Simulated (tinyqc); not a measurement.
From results back to parameters: standing waves and exposure in a photoresist film. Five cases, with inputs chosen for the exercise.

Problem. Bleaching of a resist on an index-matched plate: T(0) = T12 exp(-(A + B) d), T(end) = T12 exp(-B d), T12 = 1 - ((n1 - 1)/(n1 + 1))^2, and the first slope dT/dD = T(0) C A T12 (1 - exp(-(A + B) d))/(A + B). Here d = dT and D is the dose; A, B and C are hidden.

Find: A; B; C.

Method. A = ln(T(end)/T(0))/d, B = ln(T12/T(end))/d, and the slope then gives C.

Case 1.

Values chosen (out of a larger set: a resist on W, indices near tabulated ones; not measured data): n1 = 1.763 (resist index); dT = 0.42 micrometre (resist thickness on an index-matched plate).

T(0) = 0.676974
T(end) = 0.700106
dT/dD = 0.00030702 cm^2/mJ

Solution.

A = 0.08 1/micrometre
B = 0.66 1/micrometre
C = 0.017 cm^2/mJ

Case 2.

Values chosen (out of a larger set: a resist on Si, indices near tabulated ones; not measured data): n1 = 1.704 (resist index); dT = 0.841 micrometre (resist thickness on an index-matched plate).

T(0) = 0.419311
T(end) = 0.871559
dT/dD = 0.0031513 cm^2/mJ

Solution.

A = 0.87 1/micrometre
B = 0.08 1/micrometre
C = 0.016 cm^2/mJ

Case 3.

Values chosen (out of a larger set: a resist on Cu, indices near tabulated ones; not measured data): n1 = 1.668 (resist index); dT = 0.165 micrometre (resist thickness on an index-matched plate).

T(0) = 0.760113
T(end) = 0.770213
dT/dD = 0.00018666 cm^2/mJ

Solution.

A = 0.08 1/micrometre
B = 1.19 1/micrometre
C = 0.022 cm^2/mJ

Case 4.

Values chosen (out of a larger set: a resist on polySi, indices near tabulated ones; not measured data): n1 = 1.673 (resist index); dT = 0.211 micrometre (resist thickness on an index-matched plate).

T(0) = 0.761649
T(end) = 0.776250
dT/dD = 0.00036714 cm^2/mJ

Solution.

A = 0.09 1/micrometre
B = 0.89 1/micrometre
C = 0.030 cm^2/mJ

Case 5.

Values chosen (out of a larger set: a resist on polySi, indices near tabulated ones; not measured data): n1 = 1.721 (resist index); dT = 0.123 micrometre (resist thickness on an index-matched plate).

T(0) = 0.812127
T(end) = 0.826233
dT/dD = 0.00025539 cm^2/mJ

Solution.

A = 0.14 1/micrometre
B = 0.96 1/micrometre
C = 0.021 cm^2/mJ

Computed by tinyqc, one run a case: `OMP_NUM_THREADS=1 python tinyqc.py N N+1 out.jsonl` with N = 1680009, 1680015, 1680095, 1680114, 1680129; one thread of a shared Intel(R) Xeon(R) Processor @ 2.30GHz, about 0.01 s a run at most.
